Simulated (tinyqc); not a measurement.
Planar ballistic transistor, top-of-the-barrier model: one step of the calculation.

At the top of the source barrier, states moving towards the drain are filled by the source (Fermi level 0) and states moving back by the drain (Fermi level -q Vd); nothing scatters. U is the shift of the band edge there, set by the capacitances CG, CD and CS (the total) and by the charge. Parabolic two-dimensional band; the source is grounded.

Problem. Self-consistent potential at the barrier top. eta1 = -(E0 + U)/Vt, eta2 = eta1 - Vd/Vt, n = (N0/2)[F_0(eta1) + F_0(eta2)], F_0(x) = ln(1 + exp x). U(out) = UL + q (n - n0)/CS. U(new) = U(out).

Values chosen for this exercise; mass and valleys close to those of gallium nitride:
- T = 300 K (temperature)
- E0 = 0.27 eV (band edge at the barrier top above the source Fermi level at zero bias)
- Vd = 0.2 V (drain voltage)

Constants: q = 1.602176634e-19 C, kB = 1.380649e-23 J/K, Vt = kB T/q. Results are converted to the units shown.

U at the start (U = UL) = -0.3418 eV
N0 = 2.2462323e12 cm^-2
CS = 1.0150303 uF/cm^2
n0 = 6.5410578e7 cm^-2
UL = -0.3418 eV

Wanted: eta1; eta2; n; U(out); U after iteration 1.

Solution.

eta1 = 2.7773
eta2 = -4.9590
n = 3.1949e12 cm^-2
U(out) = 0.16249 eV
U after iteration 1 = 0.16249 eV

Program tinyqc, `OMP_NUM_THREADS=1 python tinyqc.py 2400157 2400158 out.jsonl`; Intel Xeon 2.30GHz, shared host, one thread, about 0.01 s.
